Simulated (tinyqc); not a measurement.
Inside a calculation. Model: donor binding, ionisation and the Mott limit.

Computed by the program tinyqc: `OMP_NUM_THREADS=1 python tinyqc.py 2330016 2330017 out.jsonl`, one thread of a shared Intel Xeon 2.30GHz, about 0.02 s for the whole run. Printed values are rounded.

Hydrogenic donor: Ry = (m0 q^3/(8 eps0^2 h^2)) me/eps_r^2 in eV, E0 = cc Ry, radius a = q/(8 pi eps0 eps_r E0), Mott density Nm = (0.26/a)^3. Below Nm the level sinks as Ed = E0 [1 - (N/Nm)^(1/3)]. Neutrality: Nc F12(eta) = N/(1 + 2 exp(eta + Ed/kB T)), F12(x) = (2/sqrt(pi)) int_0^infinity sqrt(u)/(1 + exp(u - x)) du.

Values chosen for this exercise; band and dielectric values close to those of gallium phosphide:
- T = 100 K (temperature)
- eps_r = 10.9 (relative permittivity)
- me = 0.301 m0 (mass in the hydrogenic formula, set independently of Nc)
- Nc = 3.48e18 cm^-3 (conduction-band density of states at 100 K)
- cc = 2.2 (ratio of the true binding energy to the hydrogenic one)
- N = 5.9e18 cm^-3 (donor density)

Constants: q = 1.602176634e-19 C, kB = 1.380649e-23 J/K, eps0 = 8.8541878128e-12 F/m, h = 6.62607015e-34 J s, m0 = 9.1093837015e-31 kg, Vt = kB T/q. Results are converted to the units shown.

Range of the model: A sharp level with degeneracy 2 overstates freeze-out near Nm, where the impurity band broadens and merges with the conduction band.

## Binding energy, radius and Mott density

The mean spacing of the donors is N^(-1/3).

Ry = 34.4694 meV
E0 = 75.8328 meV
a = 0.871041 nm
Nm = 2.65953e19 cm^-3
spacing over a = 6.35347
Ed = 29.9264 meV

## Ionisation

Solve the neutrality equation for eta. Boltzmann form: with k = (Nc/2) exp(-Ed/kB T) the ionised share is [-k + sqrt(k^2 + 4 k N)]/(2 N).

eta = -1.83899
ionised share = 8.89134 %
n = 5.24589e17 cm^-3
ionised share, Boltzmann form = 9.11951 %

With the level held at E0 the share would be 0.663 %.
